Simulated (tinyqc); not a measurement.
What each parameter does: alloy A(1-x)B(x) by interpolation with bowing.

Each gap follows E(x) = (1 - x) E_A + x E_B - C x (1 - x); the lattice constant follows Vegard, a(x) = (1 - x) a_A + x a_B.

Mass at Gamma from the Kane formula 1/m = F + Ep (Eg + 2 Dso/3)/(Eg (Eg + Dso)). F is fixed by the masses of A and B and interpolated linearly, as is Ep; Eg and Dso carry their bowing.

Values chosen for the exercise (A near GaAs, B near InAs; the results hold for these values, not for the real material): Eg = (1.516, 0.417) eV (gap at Gamma to the s-like level of A, B); EgX = (1.99, 1.45) eV (gap to the lowest valley along Gamma-X of A, B); EgL = (1.805, 1.122) eV (gap to L of A, B); C = (0.548, 1.313, 0.291) eV (bowing of the Gamma, X and L gaps); x = 0.74 (fraction of B); Dso = (0.346, 0.387) eV (spin-orbit splitting of A, B); Ep = (26, 21.6) eV (Kane energy of A, B); me = (0.0667, 0.0257) m0 (electron mass at Gamma of A, B); Cs = 0.15 eV (bowing of Dso).

Gaps at x and the Kane mass.

Results for these values:

| case | Gamma (eV) | X (eV) | L (eV) | mass (m0) |
|---|---|---|---|---|
| base | 0.5973 | 1.3378 | 1.2436 | 0.0336 |

What happens to each result for Eg = (1.592, 0.417) eV, all else kept?

Answer: Gamma rises from 0.5973 to 0.6171; X does not change at the printed digits; L does not change at the printed digits; mass rises from 0.0336 to 0.0345.

The same for each parameter in turn:

| case | Gamma (eV) | X (eV) | L (eV) | mass (m0) |
|---|---|---|---|---|
| base | 0.5973 | 1.3378 | 1.2436 | 0.0336 |
| x = 0.78 | 0.5647 | 1.3435 | 1.2223 | 0.0322 |
| C = (0.648, 1.413, 0.391) eV | 0.5781 | 1.3185 | 1.2244 | 0.0325 |
| Eg = (1.592, 0.417) eV | 0.6171 | 1.3378 | 1.2436 | 0.0345 |
| EgX = (1.99, 1.378) eV | 0.5973 | 1.2845 | 1.2436 | 0.0336 |
| EgL = (1.715, 1.122) eV | 0.5973 | 1.3378 | 1.2202 | 0.0336 |
| Ep = (28.6, 23.8) eV | 0.5973 | 1.3378 | 1.2436 | 0.0340 |
| Cs = 0.2 eV | 0.5973 | 1.3378 | 1.2436 | 0.0335 |

(tinyqc, `OMP_NUM_THREADS=1 python tinyqc.py 1051514 1051515 out.jsonl`, Intel(R) Xeon(R) Processor @ 2.30GHz, 1 thread, shared host, about 0.01 s.)
